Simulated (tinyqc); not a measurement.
Donor binding, ionisation and the Mott limit: Freeze-out.

Hydrogenic donor: Ry = (m0 q^3/(8 eps0^2 h^2)) me/eps_r^2 in eV, E0 = cc Ry, radius a = q/(8 pi eps0 eps_r E0), Mott density Nm = (0.26/a)^3. Below Nm the level sinks as Ed = E0 [1 - (N/Nm)^(1/3)]. Neutrality: Nc F12(eta) = N/(1 + 2 exp(eta + Ed/kB T)), F12(x) = (2/sqrt(pi)) int_0^infinity sqrt(u)/(1 + exp(u - x)) du.

Nc is given at 100 K and scales as T^1.5.

Values chosen for this exercise; band and dielectric values close to those of germanium:
- eps_r = 16 (relative permittivity)
- me = 0.12 m0 (mass in the hydrogenic formula, set independently of Nc)
- Nc = 2.02e18 cm^-3 (conduction-band density of states at 100 K)
- cc = 1 (ratio of the true binding energy to the hydrogenic one)
- N = 2.5e16 cm^-3 (donor density)

Constants: q = 1.602176634e-19 C, kB = 1.380649e-23 J/K, eps0 = 8.8541878128e-12 F/m, h = 6.62607015e-34 J s, m0 = 9.1093837015e-31 kg, Vt = kB T/q. Results are converted to the units shown.

Result of one run:
```
T (K)      eta  n (cm^-3)  ionised (%)  ln(n/T^0.75)
220    -5.5814  2.4800e16       99.199        33.704
```

What becomes of these results when the temperature T is changed from 220 to 150 K, all else the same?

Result of the changed run:
```
T (K)      eta  n (cm^-3)  ionised (%)  ln(n/T^0.75)
150    -5.0125  2.4637e16       98.548        33.985
```

The whole series:
```
T (K)      eta  n (cm^-3)  ionised (%)  ln(n/T^0.75)
30     -2.7559  2.0635e16       82.540        35.015
45     -3.2814  2.2613e16       90.454        34.802
60     -3.6800  2.3472e16       93.889        34.624
80     -4.0911  2.4027e16       96.109        34.431
110    -4.5551  2.4410e16       97.641        34.208
150    -5.0125  2.4637e16       98.548        33.985
220    -5.5814  2.4800e16       99.199        33.704
300    -6.0440  2.4876e16       99.503        33.475
400    -6.4741  2.4920e16       99.680        33.261
```

The ionised share rises from 82.5 to 99.7 %. Between the first two rows ln(n/T^0.75) has the slope 1.65 meV against q/kB T; deep freeze-out without compensation gives -Ed/2 = -0.658 meV, a limit that these rows do not reach, since a large share is already ionised.

Range of the model: A sharp level with degeneracy 2 overstates freeze-out near Nm, where the impurity band broadens and merges with the conduction band.

Computed by the program tinyqc: `OMP_NUM_THREADS=1 python tinyqc.py 2330097 2330098 out.jsonl`, one thread of a shared Intel Xeon 2.30GHz, about 0.01 s for the whole run.
